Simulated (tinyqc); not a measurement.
What moves the results: BHZ model on a square lattice (one spin block). A value that a table varies takes the place of the one given here.

h(k) = e0 + d.s with s the Pauli matrices in the basis (E, H), k in units of 1/a: dx = (A/a) sin kx, dy = (A/a) sin ky, dz = M - (2B/a^2)(2 - cos kx - cos ky), e0 = -(2D/a^2)(2 - cos kx - cos ky). The other spin block is h*(-k). For small k this is the continuum model with dz = M - B k^2.

Ribbon along x with N rows: cos ky and sin ky become hoppings between rows, block (A/a) sy/(2i) + (B/a^2) sz + D/a^2 from row n to n + 1, and the rows end at hard walls; width (N + 1) a.

Parameters, chosen for this exercise (of the size used for thin Bi2Se3 films; the results hold for these values, not for the real material):
```
symbol  value          unit           meaning
A       2.59           eV angstrom
B       -17.9          eV angstrom^2
D       -4.4           eV angstrom^2
M       -0.087         eV             mass term
a       8              angstrom       grid spacing
k       (-0.24, 0.25)  1/a            wave vector
```

## Gap of the edge states against width

penetration = 20.84 angstrom
E at kx = 0 = 21.3855 meV

The two middle levels of the ribbon at kx = 0. The continuum edge state has E = -D M/B and penetration 1/Re(l1), l1 = F - sqrt(F^2 - M/B), F = |A|/(2 sqrt(B^2 - D^2)).

Edge levels:
```
N   width (nm)  lower (meV)  upper (meV)  gap (meV)
6          5.6       -3.539       55.075    58.6139
10         8.8       15.599       28.044    12.4449
14        12.0       19.997       22.848     2.8508
20        16.8       21.227       21.545     0.3180
28        23.2       21.377       21.394     0.0171
40        32.8       21.385       21.386     0.0002
56        45.6       21.385       21.385     0.0000
```

What can be read from the table?

The two edges of one spin block overlap and open a gap, 58.61 meV at 6 nm and 0.0000 meV at 46 nm, against a bulk gap 2|M| = 174.0 meV at Gamma and a penetration of 2.1 nm. The mean of the pair in the widest ribbon is 21.385 meV, against 21.385 for the continuum edge.

## Through the transition

M is varied. Direct gap at Gamma 2|M|; smallest direct gap on kx = 0 to 1 in steps of 0.01; nu = 1 for M/B > 0, else 0; middle gap of a ribbon of 40 rows at kx = 0 (block (A/a) sy/(2i) + (B/a^2) sz + D/a^2 between rows, hard walls).

Against M (meV):
```
M    2|M|  smallest direct gap  nu  ribbon gap
-40  80.0                80.00   1       0.745
-25  50.0                50.00   1       4.008
-15  30.0                30.00   1       9.745
-8   16.0                16.00   1      16.142
-3    6.0                 6.00   1      21.885
3     6.0                 6.00   0      29.869
8    16.0                16.00   0      37.252
15   30.0                30.00   0      48.418
30   60.0                60.00   0      74.439
```

How do the results move?

With B < 0, negative M is inverted. There edge states cross the bulk gap: the ribbon gap is 4.008 against 50.0 meV at M = -25 meV, and 21.885 against 6.0 at -3 meV, where the edge states overlap across the whole ribbon and confinement rules, while for positive M confinement raises it above 2|M| (48.42 against 30 meV at M = 15 meV). The smallest direct gap stays at Gamma on all rows.

## What each parameter does

Levels at k and dz there. Each row changes one parameter from the base and keeps the others.

Results:
```
case                      lower (meV)  upper (meV)  dz (meV)
base                         -115.107      131.538   -53.578
A = 2.849 eV angstrom        -125.198      141.630   -53.578
B = -19.69 eV angstrom^2     -113.692      130.123   -50.235
D = -3.52 eV angstrom^2      -116.750      129.895   -53.578
M = -0.082 eV                -113.018      129.449   -48.578
a = 10 angstrom              -105.199      115.715   -65.610
```

How do the results move?

The largest shifts from the base row, up to three for each result and ties (the steps differ in size, so this ranks the rows, not the parameters). lower (meV): A -10.092, a +9.907, M +2.089. upper (meV): a -15.822, A +10.092, M -2.089. dz (meV): a -12.032, M +5.000, B +3.342; unchanged at the printed digits by A and D. D shifts both levels alike and leaves the states, so it cannot change the topology while the gap stays open.

Run: tinyqc, `OMP_NUM_THREADS=1 python tinyqc.py 1482611 1482612 out.jsonl`; Intel(R) Xeon(R) Processor @ 2.30GHz, one thread, shared host; about 0.07 s of CPU time with all checks.
